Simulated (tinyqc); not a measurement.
## Metal-interlayer-semiconductor contact, depinning against tunnelling resistance: contact resistivity against the donor density

Zero bias, n-type semiconductor. Gap states at the semiconductor surface thin out as exp(-be ti), which unpins the barrier; electrons must then cross the interlayer (a rectangular barrier, no voltage drop across it) and the parabolic depleted layer, both by WKB. Energies E are counted from the Fermi level; no image force, parabolic bands.

S = 1/(1 + (1/S0 - 1) exp(-be ti)); phiB = S (phiM - chi) + (1 - S)(Eg - E0); xi = Ec - EF deep inside, from Nd = Nc F(-xi/Vt), F(x) = (2/sqrt(pi)) int_0^infinity sqrt(u) du/(1 + exp(u - x)); band bending U = phiB - xi; E00 = (hbar/2) sqrt(Nd/(eps0 eps_r mt m0)) in volts; A = 4 pi q mA m0 kB^2/h^3. With U = phiB - xi: for xi < E < phiB, y = (E - xi)/U and G1 = (U/E00) [sqrt(1 - y) - y ln((1 + sqrt(1 - y))/sqrt(y))], G1 = 0 above phiB; G2 = 2 ti sqrt(mi max(phiB + dE - E, 0)/C), C = hbar^2/(2 m0); f = 1/(1 + exp(E/Vt)); 1/rho_c = (A T^2/Vt^2) times the integral of exp(-G1 - G2) f over E from xi upwards. Shares under 0.001 % are printed as 0; rows without band bending are left out.

Inputs (values chosen for the exercise); semiconductor values close to those of silicon; interlayer mass of the order of that in aluminium oxide, offset chosen freely: temperature T = 300 K; band gap Eg = 1.12 eV; relative permittivity eps_r = 11.9; electron affinity chi = 4.2 eV; conduction-band density of states at T Nc = 2.8e19 cm^-3; tunnelling mass in the semiconductor mt = 0.194 m0; Richardson mass mA = 2.03 m0; charge-neutrality level above the valence band E0 = 0.35 eV; pinning factor without interlayer S0 = 0.26; metal work function phiM = 4.22 eV; interlayer thickness ti = 0.4 nm; conduction-band offset of the interlayer above the semiconductor dE = 2.48 eV; tunnelling mass in the interlayer mi = 0.34 m0; decay constant of gap states through the interlayer be = 5.3 1/nm.

Constants: q = 1.602176634e-19 C, kB = 1.380649e-23 J/K, eps0 = 8.8541878128e-12 F/m, hbar = 1.054571817e-34 J s, h = 6.62607015e-34 J s, m0 = 9.1093837015e-31 kg, Vt = kB T/q, hbar^2/(2 m0) = 0.0380998212 eV nm^2. Results are converted to the units shown.

The same in every row: S = 0.745; phiB (eV) = 0.211.

Contact resistivity against the donor density:

| Nd (cm^-3) | E00/Vt | rho_c (ohm cm^2) | rho_c with G2 = 0 (ohm cm^2) | peak of the integrand (eV) | share above phiB (%) |
|---|---|---|---|---|---|
| 9.3e17 | 0.456 | 4.29e-5 | 9.80e-7 | 0.189 | 24.6 |
| 2.1e18 | 0.685 | 2.18e-5 | 4.89e-7 | 0.161 | 12.5 |
| 4.7e18 | 1.02 | 8.56e-6 | 1.87e-7 | 0.115 | 4.92 |
| 1.1e19 | 1.57 | 2.49e-6 | 5.28e-8 | 0.0614 | 1.43 |
| 2.4e19 | 2.32 | 7.40e-7 | 1.53e-8 | 0.0258 | 0.425 |
| 5.3e19 | 3.44 | 2.27e-7 | 4.59e-9 | -6.21e-5 | 0.130 |
| 1.2e20 | 5.18 | 7.71e-8 | 1.52e-9 | -0.0213 | 0.0442 |
| 2.7e20 | 7.77 | 3.10e-8 | 5.96e-10 | -0.0393 | 0.0178 |
| 6e20 | 11.6 | 1.46e-8 | 2.71e-10 | -0.0550 | 0.00836 |

What does the table show?

As Nd goes from 9.3e17 to 6e20, phiB stays at 0.211 eV and rho_c falls from 4.29e-5 to 1.46e-8 ohm cm^2. rho_c goes as Nd^(-0.83) between the first two rows and Nd^(-0.94) between the last two, while E00/Vt goes from 0.456 to 11.6 and the share above the barrier from 24.6 to 0.00836 %. The ratio of rho_c to its value with G2 = 0 runs from 43.8 to 53.7.

Range of the model: The depletion charge would drop about 0.13 V across such an interlayer (eps_r near 9) at ti = 0.4 nm and Nd = 7.4e19 cm^-3, against a band bending of 0.26 V; this model leaves that drop out.

Numbers from tinyqc (`OMP_NUM_THREADS=1 python tinyqc.py 2270053 2270054 out.jsonl`; about 0.02 s on one thread of a shared Intel Xeon 2.30GHz).
